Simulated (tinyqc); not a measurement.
Standing waves and exposure in a photoresist film, step by step. Values are carried at full precision from step to step, so a last printed digit may differ when a step is redone from the rounded ones.

Normal incidence from air. Unexposed resist: N1 = n1 + i k1 with k1 = (A + B) lam/(4 pi), lam in micrometres. r01 = (1 - N1)/(1 + N1), t01 = 2/(1 + N1). Substrate Ns = ns + i ks: r12 = (N1 - Ns)/(N1 + Ns). With p = exp(2 pi i N1 d/lam), the field at depth z is E(z) = t01 [exp(2 pi i N1 z/lam) + r12 p^2 exp(-2 pi i N1 z/lam)]/(1 + r01 r12 p^2), the relative intensity I(z) = n1 |E(z)|^2 and the reflectance R = |(r01 + r12 p^2)/(1 + r01 r12 p^2)|^2.

Parameters, chosen for this exercise (a resist on Si, indices near tabulated ones; shifted at random, so the results belong to these values and not to a real crystal): lam = 365 nm (vacuum wavelength); n1 = 1.673 (resist index); A = 0.33 1/micrometre (bleachable absorption (Dill A)); B = 0.11 1/micrometre (fixed absorption (Dill B)); d = 623 nm (resist thickness); ns = 6.505 (substrate n); ks = 2.668 (substrate k); C = 0.039 cm^2/mJ (exposure rate (Dill C)); D = 80 mJ/cm^2 (incident dose); Ld = 20 nm (diffusion length of the post-exposure bake).

## Interface coefficients

Form N1, r01, t01 and r12.

N1 = 1.67300+0.01278i
r01 = -0.2518-0.0036i
t01 = 0.7482-0.0036i
r12 = -0.6296-0.1183i
|r12|^2 = 0.4104

Next to the bottom the intensity swings by a factor ((1 + |r12|)/(1 - |r12|))^2 = 20.8 between antinode and node.

## Round trip and reflectance

Form p^2, the denominator and R; the period of the standing wave is lam/(2 n1).

p^2 = -0.1839-0.7377i
1 + r01 r12 p^2 = 0.9946-0.1225i
R = 0.2816
period = 109.09 nm

The film holds 5.71 periods.

## Intensity and exposure over the lowest period

Nine depths from d - period to d. Without bleaching during the exposure the share of unexposed compound is m = exp(-C D I).

Profile:
```
z (nm)      I      m
513.9   0.128  0.670
527.6   0.269  0.433
541.2   0.848  0.071
554.8   1.526  0.009
568.5   1.903  0.003
582.1   1.758  0.004
595.7   1.173  0.026
609.4   0.490  0.217
623.0   0.107  0.716
```

I runs from 0.107 to 1.903 on these points, so m runs from 0.003 to 0.716; the least exposed point listed lies 0.0 nm above the bottom.

## Smoothing by the bake

Gaussian diffusion of length Ld multiplies a cosine of period L by exp(-2 pi^2 Ld^2/L^2). Give that factor, and the Ld that leaves 10 %.

factor = 0.515
Ld for 10 % = 37.26 nm

## Checks

- R against the transfer-matrix product: both 0.28161.
- Absorption (A + B) d times the mean of I against 1 - R - T: both 0.302.

Computed by tinyqc, a small Python program: `OMP_NUM_THREADS=1 python tinyqc.py 1681836 1681837 out.jsonl` (the numbers bound the seed that draws the inputs); one thread of a shared host (Intel(R) Xeon(R) Processor @ 2.30GHz), about 0.01 s for the whole set of steps.
